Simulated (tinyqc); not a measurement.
Band bending at a free surface with a continuum of surface states, surface photovoltage and Kelvin probe: course of the iteration.

n-type bulk, xi = Ec - EF = Vt ln(Nc/Nd), p0 = ni^2/Nd, ni = sqrt(Nc Nv) exp(-Eg/(2 Vt)), Eg in volts. b is the upward band bending, u = b/Vt. Space charge per area, in units of q: Qc = sign(b) sqrt((2 eps0 eps_r Vt/q) [(Nd + dn)(exp(-u) - 1) + Nd u + (p0 + dn)(exp(u) - 1)]), with dn the excess density under light (flat quasi-Fermi levels; 0 in the dark). The states hold -Ds (E0 - xi - b): negative while the Fermi level lies above the neutrality level. Neutrality: Qc + Qf + (charge of the states) = 0.

Fixed-point step: b(new) = E0 - xi - (Qc(b) + Qf)/Ds.

Stop when b changes by less than 1e-10 V, or after 40 iterations.

Parameters, values chosen for the exercise; band and dielectric values close to those of gallium arsenide:
- T = 300 K (temperature)
- Eg = 1.4 eV (band gap)
- eps_r = 12.8 (relative permittivity)
- Nc = 4.45e17 cm^-3 (conduction-band density of states at T)
- Nv = 9.05e18 cm^-3 (valence-band density of states at T)
- Nd = 1.3e15 cm^-3 (donor density)
- Qf = 0 cm^-2 (fixed positive charge at the surface)
- Ds = 2.3e11 cm^-2 eV^-1 (density of surface states)
- E0 = 0.72 eV (depth of their neutrality level below the conduction edge)

Constants: q = 1.602176634e-19 C, kB = 1.380649e-23 J/K, Vt = kB T/q, eps0 = 8.8541878128e-14 F/cm where lengths are in cm. Results are converted to the units shown.

b at the start = 0.46 V

Course of the iteration:
```
iteration     b (V)  change (V)
1          0.180626       0.279
2          0.337148       0.157
3          0.240155      0.0970
4          0.296175      0.0560
5          0.262569      0.0336
6          0.282256      0.0197
7          0.270565      0.0117
8          0.277451     6.89e-3
9          0.273376     4.08e-3
...             ...         ...
32         0.274887     2.25e-8
33         0.274887     1.33e-8
34         0.274887     7.86e-9
35         0.274887     4.64e-9
36         0.274887     2.74e-9
37         0.274887     1.62e-9
38         0.274887    9.57e-10
39         0.274887    5.65e-10
40         0.274887    3.34e-10
```

Did this iteration meet its convergence test, and what does its course show?

No. Not converged within 40 iterations: the values swing above and below the root. The step multiplies the error by -(dQc/db)/Ds = -0.59 at the solution, so it shrinks only slowly. A rerun with Newton steps converges in 5 iterations, to 0.274887 V.

Numbers from tinyqc (`OMP_NUM_THREADS=1 python tinyqc.py 2430163 2430164 out.jsonl`; about 0.01 s on one thread of a shared Intel Xeon 2.30GHz).
